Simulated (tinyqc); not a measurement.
What each parameter does: inversion layer as a triangular well, valleys of the Si type.

Six ellipsoidal valleys with their long axes along the cube axes, mass ml along the axis and mt across it. For a valley whose axis makes the angle theta with the surface normal, 1/m_z = cos^2(theta)/ml + sin^2(theta)/mt sets the confinement; in the plane the masses are m_1 = mt and m_2 = ml mt/m_z, and m_d = sqrt(m_1 m_2).

The field is taken as constant, e F = 4 pi (e^2/4 pi eps0)(Nd + eta Ns)/eps, with 1e12/cm^2 = 1e-4/angstrom^2, and the oxide as a hard wall at z = 0; c = hbar^2/2m0.

Level j of a valley lies at E_j = a_j (c (e F)^2/m_z)^(1/3) above the band edge at the surface, with the Airy zeros a_j = 2.338107, 4.087949, 5.520560, 6.786708, 7.944134, 9.022651, 10.040174, 11.008524, 11.936016, 12.828777, and has <z> = 2 E_j/(3 e F).

Subband i holds n_i = g m_d/(2 pi c) kB T ln(1 + exp((EF - E_i)/kB T)) (spin included), and EF is fixed by sum n_i = Ns over the levels listed or, where none are listed, over j = 0 to 9 of each group; 1e12/cm^2 = 1e-4/angstrom^2.

Constants: hbar^2/2m0 = 3.80998211 eV angstrom^2; e^2/(4 pi eps0) = 14.39964547 eV angstrom; kB = 8.617333262e-05 eV/K.

Parameters, chosen for this exercise (near those of Si; shifted at random, so the results belong to these values and not to a real crystal): ml = 0.932 m0 (longitudinal mass); mt = 0.189 m0 (transverse mass); eps = 11.9 (dielectric constant); Nd = 0.2 x 1e12/cm^2 (depletion charge); eta = 0.5 (share of Ns in the effective field); face = 111 (surface); Ns = 1.5 x 1e12/cm^2 (electron sheet density); T = 400 K (temperature).

Field, ladders and EF anew.

One parameter was then changed.

Results before and after:

| case | lowest E (eV) | EF (eV) | share of lowest (%) | <z> (angstrom) |
|---|---|---|---|---|
| base | 0.0734 | -0.0393 | 77.5 | 41.51 |
| changed | 0.1081 | 0.0252 | 89.5 | 30.41 |

Which of these changes was made? (a) ml = 1.025 m0; (b) eps = 10.7; (c) Nd = 0.1 x 1e12/cm^2; (d) T = 360 K; (e) mt = 0.17 m0; (f) Ns = 3 x 1e12/cm^2.

Answer: (f) Ns = 3 x 1e12/cm^2. Of the candidates, run in turn, only this one gives the changed row.

All candidates:

| case | lowest E (eV) | EF (eV) | share of lowest (%) | <z> (angstrom) |
|---|---|---|---|---|
| base | 0.0734 | -0.0393 | 77.5 | 41.51 |
| Ns = 3 x 1e12/cm^2 | 0.1081 | 0.0252 | 89.5 | 30.41 |
| Nd = 0.1 x 1e12/cm^2 | 0.0681 | -0.0458 | 74.7 | 44.40 |
| T = 360 K | 0.0734 | -0.0232 | 81.2 | 39.94 |
| ml = 1.025 m0 | 0.0732 | -0.0410 | 77.4 | 41.43 |
| mt = 0.17 m0 | 0.0758 | -0.0343 | 78.7 | 42.35 |
| eps = 10.7 | 0.0787 | -0.0327 | 80.1 | 39.01 |

Computed by tinyqc, a small Python program: `OMP_NUM_THREADS=1 python tinyqc.py 1252380 1252381 out.jsonl` (the numbers bound the seed that draws the inputs); one thread of a shared host (Intel(R) Xeon(R) Processor @ 2.30GHz), about 0.02 s for the whole set of steps.
